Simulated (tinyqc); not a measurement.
Inside a calculation. Method: plane-wave Kohn-Sham cycle with exchange-only LDA in a layered model solid. Computed by tinyqc, a small Python program that keeps every step. Settings: points = 16, plane-wave index or count = 2, electrons = 4, k points = 2, area = 9.0, mixing = 0.1, iteration cap = 78, Pulay depth = 5. Command: `OMP_NUM_THREADS=1 python tinyqc.py 27120 27121 out.jsonl` (the two numbers bound the seeds that draw the settings). One thread of a shared host (Intel(R) Xeon(R) Processor @ 2.60GHz), about 0.01 s of CPU time with the checks. Later iterations appear only in the table of the cycle.

## Iteration 1: potential

A solid whose potential varies along x alone (atomic units):
```
parameter                      value
period a                   11.000000
cross-section of the cell   9.000000
electrons per cell                 4
grid points                       16
plane waves -n..n, n               2
k points                           2
V1 in V1 cos(2 pi x/a)     -0.690000
V2 in V2 cos(4 pi x/a)     -0.060000
```

density at the start, on the grid x_j = j a/N (e/bohr^3): 0.04040404  0.04040404  0.04040404  0.04040404  0.04040404  0.04040404  0.04040404  0.04040404  0.04040404  0.04040404  0.04040404  0.04040404  0.04040404  0.04040404  0.04040404  0.04040404

V_H(G) = 4 pi rho(G)/G^2 for G != 0 (uniform background); v_x = -(3 rho/pi)^(1/3); V = V_ext + V_H + v_x; Fourier components f(G_m) = (1/N) sum_j f(x_j) exp(-i G_m x_j).

Potentials on the grid (hartree):
```
x              V_ext       V_H        v_x          V
0.000000   -0.750000  0.000000  -0.337908  -1.087908
0.687500   -0.679903  0.000000  -0.337908  -1.017811
1.375000   -0.487904  0.000000  -0.337908  -0.825812
2.062500   -0.221625  0.000000  -0.337908  -0.559533
2.750000    0.060000  0.000000  -0.337908  -0.277908
3.437500    0.306478  0.000000  -0.337908  -0.031430
4.125000    0.487904  0.000000  -0.337908   0.149995
4.812500    0.595050  0.000000  -0.337908   0.257142
5.500000    0.630000  0.000000  -0.337908   0.292092
6.187500    0.595050  0.000000  -0.337908   0.257142
6.875000    0.487904  0.000000  -0.337908   0.149995
7.562500    0.306478  0.000000  -0.337908  -0.031430
8.250000    0.060000  0.000000  -0.337908  -0.277908
8.937500   -0.221625  0.000000  -0.337908  -0.559533
9.625000   -0.487904  0.000000  -0.337908  -0.825812
10.312500  -0.679903  0.000000  -0.337908  -1.017811
```

V(G_m), m = 0, 1, 2, ... (hartree): -0.337908  -0.345000  -0.030000  0.000000  0.000000

## Iteration 1: Hamiltonian at one k

k = 0.250000 2 pi / a

H(m,m') = (k + G_m)^2/2 delta + V(G_m - G_m'), with V(-G) = V(G).

H (hartree), lower triangle:
```
           -2         -1         +0         +1        +2
-2   0.161690
-1  -0.345000  -0.246145
+0  -0.030000  -0.345000  -0.327712
+1   0.000000  -0.030000  -0.345000  -0.083011
+2   0.000000   0.000000  -0.030000  -0.345000  0.487957
```

## Iteration 1: levels at that k

Diagonalise the Hermitian matrix.

eigenvalues (hartree): -0.824058  -0.326693  0.077256  0.398075  0.668198

## Iteration 1: new density

Motion across x is left out: the lowest 2 band(s) hold two electrons at each of the k points (j + 1/2)/nk - 1/2. Residual R = rho(out) - rho(in); rho(new) = rho(in) + 0.1 R. rho(out) = 2/(a A nk) sum |psi|^2 with psi = sum c exp(i G x). Harris energy E = band energy - dV sum rho (V_H/2 + v_x) + (3/4) dV sum rho v_x with rho(in), dV = a A/N, band energy = (2/nk) sum of the filled levels.

rho(out) (e/bohr^3): 0.07911579  0.08412055  0.08587638  0.06691191  0.03459426  0.01032899  0.00150651  0.00025471  0.00016224  0.00025471  0.00150651  0.01032899  0.03459426  0.06691191  0.08587638  0.08412055

density after iteration 1 (e/bohr^3): 0.04427522  0.04477569  0.04495127  0.04305483  0.03982306  0.03739654  0.03651429  0.03638911  0.03637986  0.03638911  0.03651429  0.03739654  0.03982306  0.04305483  0.04495127  0.04477569

energy per cell = -1.96359388 hartree

## Iteration 2: potential

As before.

Potentials on the grid (hartree):
```
x              V_ext        V_H        v_x          V
0.000000   -0.750000   0.188231  -0.348373  -0.910141
0.687500   -0.679903   0.176445  -0.349680  -0.853139
1.375000   -0.487904   0.138840  -0.350137  -0.699200
2.062500   -0.221625   0.075331  -0.345142  -0.491436
2.750000    0.060000  -0.003220  -0.336281  -0.279501
3.437500    0.306478  -0.078766  -0.329307  -0.101595
4.125000    0.487904  -0.137258  -0.326697   0.023949
4.812500    0.595050  -0.173010  -0.326323   0.095718
5.500000    0.630000  -0.184956  -0.326295   0.118748
6.187500    0.595050  -0.173010  -0.326323   0.095718
6.875000    0.487904  -0.137258  -0.326697   0.023949
7.562500    0.306478  -0.078766  -0.329307  -0.101595
8.250000    0.060000  -0.003220  -0.336281  -0.279501
8.937500   -0.221625   0.075331  -0.345142  -0.491436
9.625000   -0.487904   0.138840  -0.350137  -0.699200
10.312500  -0.679903   0.176445  -0.349680  -0.853139
```

V(G_m), m = 0, 1, 2, ... (hartree): -0.337613  -0.256450  -0.029055  -0.000756  0.000007

## Iteration 2: Hamiltonian at one k

k = 0.250000 2 pi / a

As before.

H (hartree), lower triangle:
```
           -2         -1         +0         +1        +2
-2   0.161985
-1  -0.256450  -0.245850
+0  -0.029055  -0.256450  -0.327417
+1  -0.000756  -0.029055  -0.256450  -0.082716
+2   0.000007  -0.000756  -0.029055  -0.256450  0.488253
```

## Iteration 2: levels at that k

As before.

eigenvalues (hartree): -0.678734  -0.259737  0.040207  0.300893  0.591627

## Iteration 2: new density

B (overlaps of the stored error matrices):
```
               1              2
1  2.0607568e-02  1.7149450e-02
2  1.7149450e-02  1.4318227e-02
```

Motion across x is left out: the lowest 2 band(s) hold two electrons at each of the k points (j + 1/2)/nk - 1/2. Residual R = rho(out) - rho(in); rho(new) = rho(in) + 0.1 R; Pulay mixing then takes sum c_i of the stored mixed densities, with c from B_ij = sum R_i R_j as in DIIS. rho(out) = 2/(a A nk) sum |psi|^2 with psi = sum c exp(i G x). Harris energy E = band energy - dV sum rho (V_H/2 + v_x) + (3/4) dV sum rho v_x with rho(in), dV = a A/N, band energy = (2/nk) sum of the filled levels.

rho(out) (e/bohr^3): 0.07575313  0.08001542  0.08189822  0.06632806  0.03794451  0.01430904  0.00358712  0.00096364  0.00061949  0.00096364  0.00358712  0.01430904  0.03794451  0.06632806  0.08189822  0.08001542

DIIS coefficients: -4.516265  5.516265

density after iteration 2 (e/bohr^3): 0.06163927  0.06421486  0.06533219  0.05589296  0.03878680  0.02466086  0.01835079  0.01684748  0.01665349  0.01684748  0.01835079  0.02466086  0.03878680  0.05589296  0.06533219  0.06421486

energy per cell = -1.56199159 hartree

## Convergence

Stop when sqrt(dV sum R^2) is below 1e-8, dV = a A/N.

Course of the cycle:
```
iteration  E (hartree)  norm of the residual
1          -1.96359388              3.57e-01
2          -1.56199159              2.98e-01
3          -1.77780986              4.62e-01
4          -1.11094733              9.11e-02
5          -1.10325510              7.63e-02
6          -1.09348321              7.28e-02
7          -1.08627269              4.12e-02
8          -1.09204683              7.26e-02
9          -1.11678512              1.96e-01
10         -1.08467465              1.66e-02
11         -1.08453059              1.17e-02
12         -1.08494993              1.94e-02
13         -1.08426799              8.19e-04
14         -1.08426695              2.02e-05
15         -1.08426695              1.97e-06
16         -1.08426695              7.10e-08
17         -1.08426695              3.25e-09
```

Converged in 17 iterations. Before convergence this energy mixes input and output and is not variational, so it may rise towards its limit.
